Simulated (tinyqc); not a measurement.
Electron mobility in a silicon inversion layer, empirical terms and Matthiessen rule: one step of the calculation.

Inversion layer of sheet density Ns on a uniformly doped body. The mobility terms are empirical power laws with prefactors chosen for the exercise; adding their inverses (Matthiessen) is itself an approximation.

Question. Split C-V extraction. Q(Vg) is the trapezoid sum of Cgc from the first point (where Q is taken as 0); mu_eff = I/((W/L) Q Vd); mu_FE = (dI/dVg)/((W/L) Cox Vd) with a backward difference. Listed from point 4 on.

Values chosen for this exercise; material values close to those of silicon: gate capacitance Cox = 0.79 uF/cm^2; ratio W/L WL = 20; drain voltage Vd = 0.01 V.

```
point  Vg (V)  Cgc (uF/cm^2)        I (uA)
0         0.2   7.6054570e-4  6.7939096e-7
1        0.25   0.0023266324  6.3666676e-6
2         0.3   0.0070885810  5.9342809e-5
3        0.35    0.021332907  5.4421555e-4
4         0.4    0.061936425  0.0047590552
5        0.45     0.16339411   0.036617766
6         0.5     0.35093910    0.21259063
7        0.55     0.56101673    0.80118200
8         0.6     0.69716751     1.9700240
9        0.65     0.75711052     3.5890123
10        0.7     0.77896053     5.4523490
11       0.75     0.78636427     7.4251669
12        0.8     0.78881020     9.4362496
```

Wanted: Q; mu_eff; mu_FE.

Answer.

```
point  Q (uC/cm^2)  mu_eff (cm^2/(V s))  mu_FE (cm^2/(V s))
4        0.0031048               7.6640             0.53352
5        0.0087381               20.953              4.0327
6         0.021596               49.219              22.275
7         0.044395               90.233              74.505
8         0.075850               129.86              147.95
9          0.11221               159.93              204.94
10         0.15061               181.01              235.87
11         0.18974               195.67              249.72
12         0.22912               205.92              254.57
```

At the last point mu_FE is 24 % above mu_eff.

Numbers from tinyqc (`OMP_NUM_THREADS=1 python tinyqc.py 2510057 2510058 out.jsonl`; about 0.01 s on one thread of a shared Intel Xeon 2.30GHz).
